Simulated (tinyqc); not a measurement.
# Area and perimeter leakage from two diodes

Problem. A square diode and a finger diode leak I = JA area + JP perimeter. Find JA, JP and the side of the square at which both parts are equal.

areas (um^2): [10000, 126000]
perimeters (um): [400, 26460]
leakage currents (pA): [1.36, 57.834000]

Answer. Two linear equations give JA and JP; for a square of side a, JA a^2 = 4 JP a at a = 4 JP/JA.

JA = 6.000e-9 A/cm^2
JP = 1.900e-11 A/cm
side for equal parts = 126.7 um

Computed by the program tinyqc: `OMP_NUM_THREADS=1 python tinyqc.py 2290163 2290164 out.jsonl`, one thread of a shared Intel Xeon 2.30GHz, about 0.01 s for the whole run.
